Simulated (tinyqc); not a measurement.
Changing the temperature T: classical Heisenberg spin chain: exact results, Metropolis, heat-bath and over-relaxation steps, and a Monte Carlo run. Computed by tinyqc, a small Python program. Command: `OMP_NUM_THREADS=1 python tinyqc.py 3130475 3130476 out.jsonl heismc sweep`. One thread of a shared host (Intel(R) Xeon(R) Processor @ 2.30GHz), about 0.01 s of CPU time with the checks.

E = -J sum_i s_i . s_(i+1) for unit vectors s_i on an open chain; K = J/(k_B T).

Inputs (values chosen for the exercise, for a model chain of large moments): coupling J = -8.9 meV; moment mu = 6.8 mu_B.

Constants: k_B = 8.617333262e-05 eV/K; mu_B = 5.7883818060e-05 eV/T.

Method. Each bond angle is independent, so u = <s_i . s_(i+1)> = coth K - 1/K, <s_i . s_(i+n)> = u^n, correlation length xi = -1/ln|u|, energy per bond -J u, heat capacity per bond c/k_B = 1 - K^2/sinh^2 K, and for the long chain chi = mu^2 (1 + u)/(3 k_B T (1 - u)) per spin.

One run for each value:

| temperature T (K) | chi (mu_B/T per spin) | xi (sites) | heat capacity (k_B/bond) | u |
|---|---|---|---|---|
| 5.34 | 0.051453 | 18.836 | 1.0000 | -0.94830 |
| 15.80 | 0.054272 | 6.023 | 0.9996 | -0.84702 |
| 27.30 | 0.057495 | 3.273 | 0.9703 | -0.73671 |
| 47.00 | 0.060348 | 1.779 | 0.7557 | -0.56992 |
| 80.90 | 0.056763 | 1.049 | 0.4034 | -0.38548 |
| 139.00 | 0.045748 | 0.699 | 0.1654 | -0.23901 |
| 240.00 | 0.032430 | 0.512 | 0.0595 | -0.14170 |
| 413.00 | 0.021226 | 0.402 | 0.0206 | -0.08301 |
| 712.00 | 0.013202 | 0.330 | 0.0070 | -0.04828 |

Give the missing row, temperature T (K) = 9.20.

Computed row:
```
temperature T (K)  chi (mu_B/T per spin)  xi (sites)  heat capacity (k_B/bond)         u
9.20                            0.052459      10.718                    1.0000  -0.91092
```

Interpolating between the two neighbouring rows (the first column on a logarithmic scale, the others too where they are positive) misses most in u, by 1.5 %. Over the rows, chi (mu_B/T per spin) goes from 0.0515 through a maximum among these rows, 0.0603 at 47.0, to 0.0132; xi (sites) falls from 18.8 to 0.330 (exponent d ln y / d ln x -1.0 between the first rows and -0.36 between the last); heat capacity (k_B/bond) falls from 1.00 to 0.00698. At the low end the exponent of xi is -1.04, close to -1: xi grows as K. chi passes a maximum near k_B T/|J| = 0.46 among these rows and stays finite at low T, since antiparallel neighbours cancel.

Extremes, crossings and ranges named in words are read from the listed rows.
